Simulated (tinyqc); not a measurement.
Jacobi rotations on a symmetric matrix, step by step. Computed by tinyqc, a small Python program that keeps every step. Settings: method = jacobi. Command: `OMP_NUM_THREADS=1 python tinyqc.py 30847 30848 out.jsonl` (the two numbers bound the seeds that draw the settings). One thread of a shared host (Intel(R) Xeon(R) Processor @ 2.60GHz), about 0.01 s of CPU time with the checks.

## Jacobi rotation 1

A, lower triangle:
```
           1          2          3          4         5
1   0.605000
2   1.316000   1.095000
3   0.030000  -0.342000   2.774000
4  -0.529000  -0.636000  -0.695000   3.316000
5   0.805000  -0.563000   1.232000  -0.877000  4.913000
```

Take the largest off-diagonal element A_pq; tan 2 theta = 2 A_pq / (A_qq - A_pp) with |theta| <= pi/4; A' = J^T A J with J_pp = J_qq = cos, J_pq = sin, J_qp = -sin.

p, q, theta (rad): 1.000000  2.000000  0.693367

A', lower triangle:
```
           1          2          3          4         5
1  -0.488612
2   0.000000   2.188612
3   0.241655  -0.243858   2.774000
4  -0.000366  -0.827247  -0.695000   3.316000
5   0.978955   0.081497   1.232000  -0.877000  4.913000
```

## Jacobi rotation 2

As before.

p, q, theta (rad): 3.000000  5.000000  0.427944

A', lower triangle:
```
           1          2          3          4         5
1  -0.488612
2   0.000000   2.188612
3  -0.186404  -0.255688   2.212042
4  -0.000366  -0.827247  -0.268370   3.316000
5   0.990961  -0.027053   0.000000  -1.086339  5.474958
```

## All rotations

The off-diagonal norm falls at every rotation.

Rotations:
```
step    p    q      theta  off-diagonal norm
1       1    2   0.693367           3.01e+00
2       3    5   0.427944           2.46e+00
3       4    5  -0.394283           1.92e+00
4       1    5   0.138942           1.42e+00
5       2    4  -0.579735           8.97e-01
6       2    3  -0.460968           7.49e-01
7       1    4   0.083806           5.77e-01
8       2    5   0.060634           4.24e-01
9       1    3  -0.081397           2.36e-01
10      4    5  -0.043165           1.70e-01
11      3    4  -0.083487           1.22e-01
...   ...  ...        ...                ...
16      1    4  -0.001388           8.07e-03
17      4    5   0.001543           5.56e-03
18      2    3  -0.004149           1.66e-03
19      2    5   0.000248           4.08e-04
20      1    3  -0.000088           1.49e-04
21      3    4   0.000090           7.67e-05
22      1    2  -0.000025           1.09e-05
23      1    5   8.48e-07           7.26e-06
24      3    5  -1.35e-06           1.85e-06
25      2    4  -6.86e-07           8.74e-09
26      2    3   6.68e-09           1.77e-09
```

eigenvalues: -0.667354  1.493165  2.398377  3.401392  6.077419
